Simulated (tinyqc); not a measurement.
# Bias-temperature instability, empirical power law with universal recovery: what changes with what

Threshold-voltage shift at the end of a stress: dV = A (V/V0)^g exp[-(Ea q/kB)(1/T - 1/T0)] (t/1 s)^n. After a delay tr the permanent share pp stays and the rest falls by r = 1/(1 + B (tr/t)^be). An empirical model: its parameters are fits, not properties.

Inputs (values chosen for the exercise):

| symbol | value | unit | meaning |
|---|---|---|---|
| V0 | 1.6 | V | reference stress voltage |
| T0 | 373 | K | reference temperature |
| A | 10 | mV | shift after 1 s at V0 and T0 |
| n | 0.2 |  | time exponent |
| g | 6.5 |  | voltage exponent |
| Ea | 0.11 | eV | apparent activation energy of the shift |
| pp | 0.28 |  | permanent share |
| B | 2.6 |  | recovery scale |
| be | 0.15 |  | recovery dispersion |
| V | 0.91 | V | use voltage |
| T | 378 | K | use temperature |
| dc | 30 | mV | failure criterion |
| ts | 1000 | s | stress time |

Constants: q = 1.602176634e-19 C, kB = 1.380649e-23 J/K. Results are converted to the units shown.

Each table varies one quantity; the others keep the values above.

## Lifetime against voltage

The lifetime solves dV = dc; ten years are 3.15576e8 s.

Lifetime against voltage:
```
V (V),shift after ten years (mV),lifetime (years)
0.6,0.8927,4.287e8
0.74,3.489,4.700e5
0.89,11.58,1167
1.03,29.93,10.11
1.17,68.53,0.1607
1.31,142.9,0.004081
1.46,289.1,1.204e-4
1.6,524.2,6.141e-6
```

The shift goes as V^6.5 and the lifetime as V^(-32.5): 5 % more voltage adds 37.3 % to the shift and divides the lifetime by 4.88. 4 of the 8 rows pass ten years. For V = 0.6, 0.74, 0.89 the lifetime is a formal extrapolation far beyond any test.

## Effect of the measurement delay

Same model as above.

At V0 and T0. The apparent n comes from the measured shifts at ts/100 and ts, and the projection extends that line from ts to ten years (3.15576e8 s).

The same in every row: true shift (mV) = 500.98.

Effect of the measurement delay:
```
tr (s),share left at ts,apparent n,projected shift (mV)
1e-6,0.92508,0.21470,558.23
1e-5,0.89853,0.21921,574.12
0.0001,0.86455,0.22448,590.55
0.001,0.82245,0.23023,604.21
0.01,0.77236,0.23595,610.01
0.1,0.71555,0.24093,601.92
1,0.65451,0.24441,575.35
10,0.59262,0.24577,530.02
```

The share left falls from 0.925 to 0.593 and the apparent n rises from 0.215 to 0.246. The projection is 11 % above the true ten-year shift in the first row and 5.8 % above it in the last: a lower start and a steeper slope work against each other.

## Effect of the time exponent at a fixed measured point

Same model as above.

A is rescaled so that the shift at ts, V0 and T0 stays the same.

Effect of the time exponent at a fixed measured point:
```
nx,A (mV),shift after ten years (mV),lifetime (years)
0.1,19.953,3.7719,1.0130e10
0.125,16.788,5.1765,1.2726e7
0.15,14.125,7.1042,1.4815e5
0.175,11.885,9.7497,6156.2
0.2,10.000,13.380,566.58
0.225,8.4140,18.363,88.601
0.25,7.0795,25.201,20.081
0.275,5.9566,34.586,5.9613
0.3,5.0119,47.466,2.1667
```

What does the table show?

The ten-year shift rises from 3.77 to 47.5 mV and the lifetime falls from 1.01e10 to 2.17 years: an error of 0.025 in the exponent changes the shift by a factor of 1.37 over the 5.50 decades from ts to ten years. For nx = 0.1, 0.125, 0.15, 0.175 the lifetime is a formal extrapolation far beyond any test.

Computed by the program tinyqc: `OMP_NUM_THREADS=1 python tinyqc.py 2070161 2070162 out.jsonl`, one thread of a shared Intel Xeon 2.30GHz, about 0.01 s for the whole run.
